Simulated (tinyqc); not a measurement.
Polycrystal bounds against single-crystal directions: anisotropic elasticity and sound waves of a cubic crystal. Computed by tinyqc, a small Python program. Command: `OMP_NUM_THREADS=1 python tinyqc.py 3028696 3028697 out.jsonl cubicelastic walk`. One thread of a shared host (Intel(R) Xeon(R) Processor @ 2.30GHz), about 0.01 s of CPU time with the checks.

Voigt order 1..6 = xx, yy, zz, yz, xz, xy, with engineering shear strains. The rotated frame has x' as named, z' along the wafer normal and y' = z' x x'.

Inputs (values chosen for the exercise, for a model crystal): C11 = 70.1 GPa; C12 = 36.3 GPa; C44 = 38.1 GPa.

Frame: (001) wafer, x' along [210].

Method. S11 = (C11 + C12)/D, S12 = -C12/D, D = (C11 - C12)(C11 + 2 C12), S44 = 1/C44. Zener ratio A = 2 C44/(C11 - C12); S0 = S11 - S12 - S44/2; H = 2 C44 + C12 - C11. B = (C11 + 2 C12)/3; Voigt G = (C11 - C12 + 3 C44)/5; Reuss G = 5/(4 (S11 - S12) + 3 S44); Hill is their mean; E = 9BG/(3B + G), nu = (3B - 2G)/(6B + 2G). Along <hkl>, with g = 0, 1/4, 1/3: 1/E = S11 - 2 S0 g; for a film with that normal C33 = C11 + 2 H g and M = [6B - (3B - C33) - (3B - C33)^2/C33]/2.

S11 = 22.0598 1/TPa

S12 = -7.52603 1/TPa

S44 = 26.2467 1/TPa

S0 = 16.4624 1/TPa

H = 42.4 GPa

Zener ratio A = 2.25444

bulk modulus B = 47.567 GPa

Averages:
```
average  G (GPa)  E (GPa)       nu
Voigt     29.620   73.586  0.24217
Reuss     25.370   64.621  0.27358
Hill      27.495   69.160  0.25768
```

Directions:
```
direction  E (GPa)  biaxial modulus M (GPa)
<100>       45.331                    68.81
<110>       72.314                   102.53
<111>       90.214                   110.54
```

What does the comparison show, and why?

The bounds on G differ by 17 %, while E varies by a factor 1.99 with direction; with A above 1 the stiffest axis is <111>. Under a fixed mismatch strain, grains with a <100> normal store the least energy.

Extremes, crossings and ranges named in words are read from the listed rows.
